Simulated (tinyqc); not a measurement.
Inside a calculation. Method: empirical pseudopotential in a few plane waves. One step of it, computed by the program tinyqc.

Problem. Bloch Hamiltonian at G. Basis: the 15 shortest G (labels in 2 pi/a), the same at every k. H(G,G') = c |k + G|^2 delta + VS(|G-G'|^2) cos((G-G').tau) + i VA sin((G-G').tau), tau = a/8 (1,1,1); 1 Ry = 13.605693 eV.

Parameters chosen for this model: fcc lattice, atoms at +/- a/8 (1,1,1); form factors in rydberg at |G|^2 in units of (2 pi/a)^2:
```
parameter                 value      unit
a                      6.060000  angstrom
VS(3)                 -0.203000        Ry
VS(8)                 -0.007000        Ry
VS(11)                 0.067000        Ry
VA(3)                  0.039000        Ry
VA(4)                  0.033000        Ry
VA(11)                 0.018000        Ry
hbar^2/2m (2 pi/a)^2   4.095787        eV
```

k point G (2 pi / a): 0  0  0

Give: H(k) at G.

Solution.

H(k) at G (eV):
```
                 +0+0+0           -1-1-1           -1-1+1           -1+1-1
+0+0+0           0.0000   1.9530+0.3752i  -1.9530+0.3752i  -1.9530+0.3752i
-1-1-1   1.9530-0.3752i          12.2874   0.0000-0.4490i   0.0000-0.4490i
-1-1+1  -1.9530-0.3752i   0.0000+0.4490i          12.2874          -0.0952
-1+1-1  -1.9530-0.3752i   0.0000+0.4490i          -0.0952          12.2874
-1+1+1  -1.9530+0.3752i           0.0952   0.0000+0.4490i   0.0000+0.4490i
+1-1-1  -1.9530-0.3752i   0.0000+0.4490i          -0.0952          -0.0952
+1-1+1  -1.9530+0.3752i           0.0952   0.0000+0.4490i           0.0000
+1+1-1  -1.9530+0.3752i           0.0952           0.0000   0.0000+0.4490i
+1+1+1   1.9530+0.3752i           0.0000           0.0952           0.0952
-2+0+0   0.0000-0.4490i  -1.9530+0.3752i  -1.9530-0.3752i  -1.9530-0.3752i
+0-2+0   0.0000-0.4490i  -1.9530+0.3752i  -1.9530-0.3752i   0.6446-0.1732i
+0+0-2   0.0000-0.4490i  -1.9530+0.3752i   0.6446-0.1732i  -1.9530-0.3752i
+0+0+2   0.0000+0.4490i  -0.6446-0.1732i   1.9530+0.3752i  -0.6446+0.1732i
+0+2+0   0.0000+0.4490i  -0.6446-0.1732i  -0.6446+0.1732i   1.9530+0.3752i
+2+0+0   0.0000+0.4490i  -0.6446-0.1732i  -0.6446+0.1732i  -0.6446+0.1732i

                 -1+1+1           +1-1-1           +1-1+1           +1+1-1
+0+0+0  -1.9530-0.3752i  -1.9530+0.3752i  -1.9530-0.3752i  -1.9530-0.3752i
-1-1-1           0.0952   0.0000-0.4490i           0.0952           0.0952
-1-1+1   0.0000-0.4490i          -0.0952   0.0000-0.4490i           0.0000
-1+1-1   0.0000-0.4490i          -0.0952           0.0000   0.0000-0.4490i
-1+1+1          12.2874           0.0000          -0.0952          -0.0952
+1-1-1           0.0000          12.2874   0.0000-0.4490i   0.0000-0.4490i
+1-1+1          -0.0952   0.0000+0.4490i          12.2874          -0.0952
+1+1-1          -0.0952   0.0000+0.4490i          -0.0952          12.2874
+1+1+1   0.0000+0.4490i           0.0952   0.0000+0.4490i   0.0000+0.4490i
-2+0+0   1.9530-0.3752i   0.6446-0.1732i  -0.6446-0.1732i  -0.6446-0.1732i
+0-2+0  -0.6446-0.1732i  -1.9530-0.3752i   1.9530-0.3752i  -0.6446-0.1732i
+0+0-2  -0.6446-0.1732i  -1.9530-0.3752i  -0.6446-0.1732i   1.9530-0.3752i
+0+0+2  -1.9530+0.3752i  -0.6446+0.1732i  -1.9530+0.3752i   0.6446+0.1732i
+0+2+0  -1.9530+0.3752i  -0.6446+0.1732i   0.6446+0.1732i  -1.9530+0.3752i
+2+0+0   0.6446+0.1732i   1.9530+0.3752i  -1.9530+0.3752i  -1.9530+0.3752i

                 +1+1+1           -2+0+0           +0-2+0           +0+0-2
+0+0+0   1.9530-0.3752i   0.0000+0.4490i   0.0000+0.4490i   0.0000+0.4490i
-1-1-1           0.0000  -1.9530-0.3752i  -1.9530-0.3752i  -1.9530-0.3752i
-1-1+1           0.0952  -1.9530+0.3752i  -1.9530+0.3752i   0.6446+0.1732i
-1+1-1           0.0952  -1.9530+0.3752i   0.6446+0.1732i  -1.9530+0.3752i
-1+1+1   0.0000-0.4490i   1.9530+0.3752i  -0.6446+0.1732i  -0.6446+0.1732i
+1-1-1           0.0952   0.6446+0.1732i  -1.9530+0.3752i  -1.9530+0.3752i
+1-1+1   0.0000-0.4490i  -0.6446+0.1732i   1.9530+0.3752i  -0.6446+0.1732i
+1+1-1   0.0000-0.4490i  -0.6446+0.1732i  -0.6446+0.1732i   1.9530+0.3752i
+1+1+1          12.2874  -0.6446-0.1732i  -0.6446-0.1732i  -0.6446-0.1732i
-2+0+0  -0.6446+0.1732i          16.3831          -0.0952          -0.0952
+0-2+0  -0.6446+0.1732i          -0.0952          16.3831          -0.0952
+0+0-2  -0.6446+0.1732i          -0.0952          -0.0952          16.3831
+0+0+2  -1.9530-0.3752i           0.0952           0.0952           0.0000
+0+2+0  -1.9530-0.3752i           0.0952           0.0000           0.0952
+2+0+0  -1.9530-0.3752i           0.0000           0.0952           0.0952

                 +0+0+2           +0+2+0           +2+0+0
+0+0+0   0.0000-0.4490i   0.0000-0.4490i   0.0000-0.4490i
-1-1-1  -0.6446+0.1732i  -0.6446+0.1732i  -0.6446+0.1732i
-1-1+1   1.9530-0.3752i  -0.6446-0.1732i  -0.6446-0.1732i
-1+1-1  -0.6446-0.1732i   1.9530-0.3752i  -0.6446-0.1732i
-1+1+1  -1.9530-0.3752i  -1.9530-0.3752i   0.6446-0.1732i
+1-1-1  -0.6446-0.1732i  -0.6446-0.1732i   1.9530-0.3752i
+1-1+1  -1.9530-0.3752i   0.6446-0.1732i  -1.9530-0.3752i
+1+1-1   0.6446-0.1732i  -1.9530-0.3752i  -1.9530-0.3752i
+1+1+1  -1.9530+0.3752i  -1.9530+0.3752i  -1.9530+0.3752i
-2+0+0           0.0952           0.0952           0.0000
+0-2+0           0.0952           0.0000           0.0952
+0+0-2           0.0000           0.0952           0.0952
+0+0+2          16.3831          -0.0952          -0.0952
+0+2+0          -0.0952          16.3831          -0.0952
+2+0+0          -0.0952          -0.0952          16.3831
```
